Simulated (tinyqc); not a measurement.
Off-state leakage of single and stacked transistors: one step of the calculation.

n-channel devices of unit width. Subthreshold current I(Vg, Vs, Vd) = I0 (T/300 K)^0.5 exp[(Vg - Vs - VT(T) - gb (Vs - Vb) + dd (Vd - Vs))/(nf Vt)] (1 - exp(-(Vd - Vs)/Vt)), VT(T) = VT - cT (T - 300 K). Gate-edge tunnelling Ig (Vd/1 V) exp(ag (Vd - 1 V)), for a gate at 0 V, and band-to-band leakage Ab u exp(-Bb/u), u = Vd - Vb + 1 V, flow at a drain held at V; both are taken as independent of T. In a stack of off transistors (all gates at 0 V) the same subthreshold current passes through each.

Problem. New Vx. Stack of two, Vx the node between them: I_low = I(0, 0, Vx), I_up = I(0, Vx, V), f = ln(I_up/I_low), f' = -(1 + gb + 2 dd)/(nf Vt) - 1/(Vt (exp(Vx/Vt) - 1)) - 1/(Vt (exp((V - Vx)/Vt) - 1)), Vx(new) = Vx - f/f'.

Values chosen for this exercise; values of the order met in bulk silicon logic transistors:

| symbol | value | unit | meaning |
|---|---|---|---|
| T | 300 | K | temperature |
| V | 0.9 | V | supply voltage |
| VT | 0.37 | V | threshold at 300 K, zero drain and body bias |
| cT | 0.7 | mV/K | fall of the threshold with temperature |
| I0 | 0.17 | uA/um | current at threshold at 300 K |
| nf | 1.23 |  | slope factor |
| dd | 0.08 |  | drain-induced lowering per volt |
| gb | 0.16 |  | rise of the threshold per volt of source-body bias |
| Vb | 0 | V | body voltage |

Constants: q = 1.602176634e-19 C, kB = 1.380649e-23 J/K, Vt = kB T/q. Results are converted to the units shown.

Vx after iteration 1 = 0.057310089 V

Find: I_low; I_up; f; f'; Vx after iteration 2.

Solution.

I_low = 0.001547 nA/um
I_up = 0.001548 nA/um
f = 5.906e-4
f' = -46.24 1/V
Vx after iteration 2 = 0.05732 V

Program tinyqc, `OMP_NUM_THREADS=1 python tinyqc.py 2242172 2242173 out.jsonl`; Intel Xeon 2.30GHz, shared host, one thread, about 0.04 s.
